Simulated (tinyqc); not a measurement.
What each parameter does: band edges of strained Si(1-x)Ge(x) on relaxed Si(1-y)Ge(y).

Values are linear in the Ge fraction but for ED(x) = linear - CD x (1 - x) and a(x) = linear - Ca x (1 - x). Energies are on the common scale of Ev.

Coherent growth on a (110) face: e_par = (a(y) - a(x))/a(x), e_perp = -(C11 + 3 C12 - 2 C44)/(C11 + C12 + 2 C44) e_par; exx = eyy = (e_par + e_perp)/2, ezz = e_par, exy = (e_perp - e_par)/2, eyz = ezx = 0.

A valley with unit axis u lies at Ev + gap + (av + a_valley) tr(e) + Xu (u.e.u - tr(e)/3); the Delta axes are x, y, z and the L axes [111], [1-1-1], [-11-1], [-1-11]. The second-order shift of the Delta valleys under shear is left out; it lowers the pair normal to the sheared plane by tens of meV at a shear of 1 %.

Valence edges: Ev plus the levels of the 6 x 6 matrix of X, Y, Z times spin with -Dso/3 + l exx + m (eyy + ezz) on the diagonal (cyclic), n exy off it, l = av + 2 b, m = av - b, n = sqrt(3) d. Spin-orbit term (Dso/3) L.sigma on X, Y, Z with (L_k)_ij = -i epsilon_kij: <X+|H|Y+> = -i Dso/3, <X+|H|Z-> = Dso/3, <Y+|H|Z-> = -i Dso/3, <Z+|H|X-> = -Dso/3, <Z+|H|Y-> = i Dso/3, <X-|H|Y-> = i Dso/3, and their conjugates; + and - are the spin along z.

Parameters, chosen for this exercise (end members near Si and Ge, in this order; the results hold for these values, not for the real material): a = (5.429, 5.662) angstrom (lattice constant); Dso = (0.045, 0.29) eV (spin-orbit splitting); av = (2.5, 1.26) eV (valence hydrostatic potential); b = (-2.09, -2.53) eV (tetragonal shear potential); d = (-4.82, -5.23) eV (trigonal shear potential); C11 = (163.9, 126.7) GPa; C12 = (64.4, 47.8) GPa; C44 = (78.6, 67) GPa; Ev = (0, 0.68) eV (top of the unstrained valence band); ED = (1.157, 0.916) eV (gap to the Delta valleys); EL = (2.04, 0.755) eV (gap to the L valleys); aD = (1.62, 1.29) eV (hydrostatic potential of the Delta gap); aL = (-3.39, -2.71) eV (hydrostatic potential of the L gap); XuD = (9.23, 9.69) eV (uniaxial potential, Delta); XuL = (16.21, 15.22) eV (uniaxial potential, L); CD = 0.229 eV (bowing of the Delta gap); Ca = 0 angstrom (bowing of the lattice constant); face = 110 (growth face); x = 0.14 (Ge fraction of the layer); y = 0.59 (Ge fraction of the relaxed buffer).

dEc = Ec(buffer) - Ec(layer), dEv = Ev(layer) - Ev(buffer); buffer edges Ev(y) and Ev(y) + min(ED, EL).

Results for these values:

| case | gap (eV) | valence splitting (meV) | dEc (eV) | dEv (eV) |
|---|---|---|---|---|
| base | 0.9633 | 206.0 | 0.1030 | -0.1069 |

What happens to each result for av = (2.875, 1.449) eV, all else kept?

Answer: gap does not change at the printed digits; valence splitting does not change at the printed digits; dEc falls from 0.1030 to 0.0930; dEv rises from -0.1069 to -0.0969.

The same for each parameter in turn:

| case | gap (eV) | valence splitting (meV) | dEc (eV) | dEv (eV) |
|---|---|---|---|---|
| base | 0.9633 | 206.0 | 0.1030 | -0.1069 |
| x = 0.17 | 0.9624 | 190.4 | 0.1003 | -0.1032 |
| y = 0.62 | 0.9534 | 220.6 | 0.1132 | -0.1129 |
| CD = 0.279 eV | 0.9573 | 206.0 | 0.0970 | -0.1069 |
| XuD = (10.614, 11.143) eV | 0.9566 | 206.0 | 0.1098 | -0.1069 |
| Ev = (0, 0.782) eV | 0.9633 | 206.0 | 0.1489 | -0.1528 |
| b = (-2.403, -2.909) eV | 0.9588 | 215.2 | 0.1030 | -0.1024 |
| av = (2.875, 1.449) eV | 0.9633 | 206.0 | 0.0930 | -0.0969 |
| aD = (1.863, 1.483) eV | 0.9701 | 206.0 | 0.0963 | -0.1069 |

The lowest valleys of the layer are Delta4, so among the conduction-band potentials only those of that family reach the gap and dEc; the buffer is unstrained. A shift large enough to swap the lowest family would change that.

Run: tinyqc, `OMP_NUM_THREADS=1 python tinyqc.py 1081341 1081342 out.jsonl`; Intel(R) Xeon(R) Processor @ 2.30GHz, one thread, shared host; about 0.02 s of CPU time with all checks.
